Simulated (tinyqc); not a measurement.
Shallow donor in an anisotropic valley (effective-mass theory): sweeps and comparisons. A value that a table varies takes the place of the one given here.

One valley: H = -c [(d2/dx2 + d2/dy2)/mt + (d2/dz2)/ml] - q/(eps r), c = hbar^2/2m0, q = e^2/(4 pi eps0). Trial function exp(-sqrt((x^2 + y^2)/a^2 + z^2/b^2)) with a > b: T = (c/3)(2/(mt a^2) + 1/(ml b^2)), V = -(q/eps) atan(u/b)/u, u = sqrt(a^2 - b^2). The central cell of the impurity is left out.

Constants: hbar^2/2m0 = 3.80998211 eV angstrom^2; e^2/(4 pi eps0) = 14.39964547 eV angstrom; Ry = 13.60569312 eV; a0 (Bohr radius) = 0.5291772105 angstrom.

Parameters, chosen for this exercise (near those of a group-V donor in Si; the results hold for these values, not for the real material): mt = 0.184 m0 (transverse mass); eps = 11.4 (dielectric constant); xs = (1.3, 1.8, 2.8, 5.9, 13, 23, 62, 150) (ratios ml/mt); E0 = -30.3 meV (single-valley level); D0 = 7.21 meV (central-cell shift); D1 = 7.1 meV (coupling of perpendicular valleys); D2 = 5.73 meV (coupling of opposite valleys); ml = 0.902 m0 (longitudinal mass).

## Mass anisotropy

mt and eps fixed, ml varied. Energies in units of Ry*(mt) = Ry mt/eps^2 and lengths in a*(mt) = a0 eps/mt; the last two columns use one mass, 3/(1/ml + 2/mt) or (ml mt^2)^(1/3).

Results:
```
ml/mt   a/a*    b/a  binding  conductivity mass  density-of-states mass
1.30   0.947  0.911    1.089              1.083                   1.091
1.80   0.888  0.811    1.203              1.174                   1.216
2.80   0.818  0.694    1.364              1.273                   1.409
5.90   0.725  0.535    1.642              1.383                   1.807
13.0   0.652  0.407    1.935              1.444                   2.351
23.0   0.610  0.335    2.139              1.468                   2.844
62.0   0.556  0.238    2.464              1.488                   3.958
150    0.521  0.177    2.715              1.495                   5.313
```

How do the results move?

The binding grows from 1.09 to 2.72 Ry*(mt); for ml going to infinity the exact problem becomes two-dimensional, with 4 Ry*. The conductivity mass saturates at 1.5 and underbinds, by 16 % at ml/mt = 5.9; the density-of-states mass errs by +10 % there and by +96 % in the last row. With these mt and eps one unit is 19.26 meV.

## Strain along [001] (shallow donor in effective-mass theory, with valley-orbit splitting)

Basis: the 1s envelopes of the valleys +x, -x, +y, -y, +z, -z. Diagonal E0 - D0, element -D2 between opposite valleys and -D1 between perpendicular ones. Strain along [001] adds 2 Ds/3 to the z valleys and -Ds/3 to the others.

Ground level, gap to the next level, weight in the z valleys and contact density (sum of amplitudes)^2/6.

Results:
```
Ds (meV)  ground (meV)  gap (meV)  z weight  contact density  ground less band edge (meV)
-120           -126.92      15.14     0.967            0.511                       -46.92
-40             -80.87      22.43     0.770            0.807                       -54.21
-15             -72.93      31.15     0.510            0.968                       -62.93
-5              -71.78      36.66     0.388            0.997                       -68.44
0               -71.64      39.86     0.333            1.000                       -71.64
5               -71.77      38.32     0.284            0.997                       -70.10
15              -72.67      35.89     0.206            0.979                       -67.67
40              -77.40      32.29     0.098            0.915                       -64.07
120            -100.38      28.60     0.021            0.795                       -60.38
```

What can be read from the table?

The scale is the A1-E splitting 6 D1 = 42.6 meV. The contact density is largest without strain and falls to 0.511 and 0.795 at the ends, towards 1/3 (two valleys) and 2/3 (four valleys). The binding below the lowest band edge drops from 71.6 meV to 46.9 meV when the two z valleys are lowest and to 60.4 meV when the four others are, since fewer valleys share the coupling.

## What each parameter does

The minimum of the trial energy. Each row changes one parameter from the base and keeps the others.

Results:
```
case           E (meV)  a (angstrom)  b (angstrom)    b/a
base            -30.29         24.46         13.96  0.571
ml = 0.722 m0   -28.68         25.34         15.64  0.617
mt = 0.202 m0   -32.51         22.61         13.33  0.590
eps = 10.3      -37.10         22.10         12.62  0.571
```

What can be read from the table?

The largest shifts from the base row, up to three for each result and ties (the steps differ in size, so this ranks the rows, not the parameters). E (meV): eps -6.82, mt -2.22, ml +1.60. a (angstrom): eps -2.36, mt -1.85, ml +0.88. b (angstrom): ml +1.67, eps -1.35, mt -0.63. b/a: ml +0.046, mt +0.019; unchanged at the printed digits by eps. eps only rescales the solution (E as 1/eps^2, lengths as eps), so b/a depends on ml/mt alone.

Program tinyqc; command `OMP_NUM_THREADS=1 python tinyqc.py 1251175 1251176 out.jsonl`; about 0.01 s on one thread of a shared Intel(R) Xeon(R) Processor @ 2.30GHz.
